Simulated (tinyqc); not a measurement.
From results back to parameters: optical gain and spontaneous emission in a bulk direct-gap semiconductor. Three cases, with inputs chosen for the exercise.

Problem. The gain spectrum crosses zero at E0 = Eg + Fc + Fv; n = p is hidden.

F_j(eta) = (1/Gamma(j + 1)) integral_0^infinity x^j dx/(1 + exp(x - eta)), which tends to exp(eta) for eta << 0.

Quasi-Fermi levels: n = Nc F_1/2(Fc/kT) and p = Nv F_1/2(Fv/kT), Fc counted up from the conduction edge and Fv down from the valence edge; Nc, Nv from N = 2 (m kB T/(4 pi c))^(3/2) with c = hbar^2/2m0, in 1/angstrom^3; times 1e24 for 1/cm^3, with me and (mhh^(3/2) + mlh^(3/2))^(2/3).

Constants: hbar^2/2m0 = 3.80998211 eV angstrom^2; kB = 8.617333262e-05 eV/K.

Case 1.

Values chosen (near those of InGaAs; the results hold for these values, not for the real material): Eg = 0.734 eV (direct gap); me = 0.0406 m0 (electron mass); mhh = 0.468 m0 (heavy-hole mass); mlh = 0.0541 m0 (light-hole mass); T = 300 K.

E0 = 0.79638 eV

Case 2.

Values chosen (near those of GaAs; the results hold for these values, not for the real material): Eg = 1.426 eV (direct gap); me = 0.0692 m0 (electron mass); mhh = 0.521 m0 (heavy-hole mass); mlh = 0.0795 m0 (light-hole mass); T = 300 K.

E0 = 1.49447 eV

Case 3.

Values chosen (near those of InGaAs; the results hold for these values, not for the real material): Eg = 0.738 eV (direct gap); me = 0.0416 m0 (electron mass); mhh = 0.46 m0 (heavy-hole mass); mlh = 0.0503 m0 (light-hole mass); T = 300 K.

E0 = 0.83898 eV

Find: Fc; Fv; n.

Solution. Fc + Fv rises steadily with n, so one n gives E0 - Eg; solve by bisection on ln n.

Case 1.

Fc = 0.107 eV
Fv = -0.045 eV
n = 1.4e+18 1/cm^3

Case 2.

Fc = 0.099 eV
Fv = -0.030 eV
n = 2.8e+18 1/cm^3

Case 3.

Fc = 0.135 eV
Fv = -0.034 eV
n = 2.0e+18 1/cm^3

Computed by tinyqc, one run a case: `OMP_NUM_THREADS=1 python tinyqc.py N N+1 out.jsonl` with N = 1650762, 1650786, 1650804; one thread of a shared Intel(R) Xeon(R) Processor @ 2.30GHz, about 0.1 s a run at most.
